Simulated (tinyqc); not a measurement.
Changing the temperature T: classical nucleation, growth and JMAK kinetics of crystallisation from a melt or glass. Computed by tinyqc, a small Python program. Command: `OMP_NUM_THREADS=1 python tinyqc.py 3023604 3023605 out.jsonl nucl sweep`. One thread of a shared host (Intel(R) Xeon(R) Processor @ 2.30GHz), about 0.01 s of CPU time with the checks.

A spherical nucleus with a sharp interface of isotropic energy gamma; lambda = Omega^(1/3) is the jump distance.

Inputs (values chosen for the exercise, for a model substance):

| quantity | value | unit |
|---|---|---|
| melting point T_m | 870 | K |
| heat of melting per volume H | 584 | J/cm^3 |
| interface energy gamma | 0.0542 | J/m^2 |
| atomic volume Omega | 27.2 | angstrom^3 |
| diffusion prefactor D0 | 9.5e-05 | m^2/s |
| activation energy Q | 1.63 | eV |
| time t | 0.087 | s |

Nucleation: homogeneous. Driving force: Turnbull (linear).

Constants: e = 1.602176634e-19 C; k_B = 1.380649e-23 J/K; k_B = 8.617333262e-05 eV/K.

Method:
- Driving force per volume: dG = H (T_m - T)/T_m.
- Shape factor f = 1.
- W(r) = f [4 pi r^2 gamma - (4/3) pi r^3 dG]; r* = 2 gamma/dG; W* = f 16 pi gamma^3/(3 dG^2); n* = f (4/3) pi r*^3/Omega.
- D = D0 exp(-Q/(k_B T)); attachment rate k+ = (A*/lambda^2) D/lambda^2 with A* = 4 pi r*^2; Zeldovich factor Z = sqrt(W*/(3 pi k_B T))/n*; sites per volume N = 1/Omega; I = N Z k+ exp(-W*/(k_B T)); lag time = 1/(4 pi Z^2 k+).
- Growth (Wilson-Frenkel): u = (D/lambda) [1 - exp(-dG Omega/(k_B T))].
- D = D0 exp(-Q/(k_B T)).
- JMAK with steady nucleation and growth, nuclei spread at random: extended fraction X_e = (pi/3) I u^3 t^4, X = 1 - exp(-X_e); t_X = [-3 ln(1 - X)/(pi I u^3)]^(1/4); final grains per volume = Gamma(5/4) (3/pi)^(1/4) (I/u)^(3/4), Gamma(5/4) = 0.9064024771. Grain size = (grains per volume)^(-1/3).

One run for each value:

| temperature T (K) | atoms in the nucleus n* | W*/(k_B T) | nucleation rate I (1/(m^3 s)) | growth velocity u (m/s) | half time t_0.5 (s) |
|---|---|---|---|---|---|
| 435 | 7.88 | 5.210 | 4.9717e+22 | 3.0218e-14 | 2.6356e+04 |
| 478 | 10.77 | 5.838 | 1.2645e+24 | 1.3630e-12 | 6.7430e+02 |
| 522 | 15.39 | 6.783 | 1.3210e+25 | 3.3893e-11 | 3.3681e+01 |
| 566 | 23.08 | 8.198 | 5.1560e+25 | 4.9201e-10 | 3.2221e+00 |
| 609 | 36.48 | 10.337 | 6.2009e+25 | 4.4320e-09 | 5.9175e-01 |
| 652 | 62.60 | 13.839 | 1.3997e+25 | 2.8392e-08 | 2.1320e-01 |
| 696 | 123.11 | 20.350 | 1.2611e+23 | 1.3999e-07 | 2.0914e-01 |
| 740 | 295.19 | 34.289 | 5.4398e+17 | 5.1882e-07 | 1.7181e+00 |
| 783 | 984.85 | 72.356 | 6.3195e+01 | 1.3921e-06 | 7.8937e+03 |

Over the rows, atoms in the nucleus n* rises from 7.88 to 985 (exponent d ln y / d ln x 3.3 between the first rows and 21 between the last); W*/(k_B T) rises from 5.21 to 72.4 (exponent d ln y / d ln x 1.2 between the first rows and 13 between the last); nucleation rate I (1/(m^3 s)) goes from 4.97e22 through a maximum among these rows, 6.20e25 at 609, to 63.2.

Caution (rows 435, 478, 522, 566): with under 20 atoms in the nucleus or a barrier under 10 k_B T the capillary model is only a guide. Caution (rows 435, 478, 522, 566): the lag time is not small against the half time, so steady nucleation from t = 0 overstates the speed. Caution (rows 435, 478, 522, 566): the grain size is near the critical size, where JMAK theory fails. Caution (rows 783): a grain size above a centimetre means that a sample waits for single nuclei, and the half time has no meaning.

Extremes, crossings and ranges named in words are read from the listed rows.
